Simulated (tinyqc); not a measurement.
Inside a calculation. Model: surface potential of a MOS transistor: implicit equation and explicit approximations.

Computed by the program tinyqc: `OMP_NUM_THREADS=1 python tinyqc.py 2122139 2122140 out.jsonl`, one thread of a shared Intel Xeon 2.30GHz, about 0.01 s for the whole run. Printed values are rounded.

p-type body, charge-sheet picture, depletion and inversion only, full ionisation (an idealisation for deep acceptors), Boltzmann statistics (rough once Na exp(x - xn) passes about Nc/7). In units of Vt: xg = (Vg - Vfb)/Vt, x = psi/Vt, G = gamma/sqrt(Vt), xn = (2 phiF + Vc)/Vt. The implicit equation is (xg - x)^2 = G^2 [x - 1 + exp(x - xn)] for x above about 3. Cox = eps0 eox/tox.

Parameters, values chosen for the exercise; band and dielectric values close to those of silicon: temperature T = 300 K; band gap Eg = 1.11 eV; relative permittivity eps_r = 11.8; conduction-band density of states at T Nc = 2.82e19 cm^-3; valence-band density of states at T Nv = 2.62e19 cm^-3; relative permittivity of the gate insulator (close to aluminium oxide) eox = 9.02; insulator thickness tox = 5.3 nm; acceptor density Na = 9.5e16 cm^-3; flat-band voltage Vfb = -0.36 V; channel-body voltage Vc = 0.2 V; gate-body voltage Vg = 1.45 V.

Constants: q = 1.602176634e-19 C, kB = 1.380649e-23 J/K, Vt = kB T/q, eps0 = 8.8541878128e-14 F/cm where lengths are in cm. Results are converted to the units shown.

Range of the model: The electron quasi-Fermi level lies less than 2 Vt below the band edge at the surface, or above it, where degeneracy and confinement, left out, matter.

## Scales

ni = sqrt(Nc Nv) exp(-Eg/(2 Vt)), Eg in volts; phiF = Vt ln(Na/ni); gamma = sqrt(2 q eps0 eps_r Na)/Cox; VT = Vfb + Vt (xn + G sqrt(xn - 1)).

phiF = 0.408770 V
gamma = 0.118350 V^0.5
G = 0.736073
xn = 39.3602
VT = 0.775398 V
xg = 70.0139

## Explicit approximation

Depletion value a = 1 + [sqrt(G^2/4 + xg - 1) - G/2]^2; inversion value b = xn + ln[(xg - xn)^2/G^2 - xn + 1] and first guess y = min(a, b) - ln(1 + exp(-|a - b|)) if a > xn + 1, else b = y = a; one second-order correction with D = exp(y - xn), p = 2 (xg - y) + G^2 (1 + D), w = (xg - y)^2 - G^2 (y - 1 + D): z = y + 2 w/(p + sqrt(p^2 - 2 (2 - G^2 D) w)), or the Newton step z = y + w/p where the root is not real.

a = 64.1639
b = 46.7962
y = 46.7962
p = 965.843
w = -404.616
z = 46.2193

The root of the implicit equation is x = 46.2638; y misses it by 0.53 and z by -0.044, in units of Vt.

## Starting value

x = y rounded to two decimals.

x at the start = 46.8

## Iteration 1: new x

D = exp(x - xn), f = (xg - x)^2 - G^2 (x - 1 + D), f' = -2 (xg - x) - G^2 (1 + D), x(new) = x - f/f'.

D = 1702.37
f = -408.277
f' = -969.319
x after iteration 1 = 46.3788

## Iteration 2: new x

As before.

D = 1117.19
f = -71.2668
f' = -653.112
x after iteration 2 = 46.2697

## Iteration 3: new x

As before.

D = 1001.70
f = -3.46414
f' = -590.756
x after iteration 3 = 46.2638

## Course of the iteration

Stop when the step is below 1e-11, or after 60 iterations.

Course of the iteration:

| iteration | x before the step | step |
|---|---|---|
| 1 | 46.8 | -0.421 |
| 2 | 46.3788 | -0.109 |
| 3 | 46.2697 | -5.86e-3 |
| 4 | 46.2638 | -1.58e-5 |
| 5 | 46.2638 | -1.14e-10 |
| 6 | 46.2638 | 0 |

Converged in 6 iterations.

## Potential, charges and gate control

converged x = 46.2638

psi = Vt x; N_dep = Cox Vt G sqrt(x - 1)/q; N_inv = (Cox Vt G/q) [sqrt(x - 1 + exp(x - xn)) - sqrt(x - 1)]; dpsi/dVg = 1/[1 + G^2 (1 + exp(x - xn))/(2 (xg - x))].

psi = 1.19601 V
N_dep = 1.20409e12 cm^-2
N_inv = 4.5706e12 cm^-2
dpsi/dVg = 0.0808396

psi lies 6.9 Vt above 2 phiF + Vc.
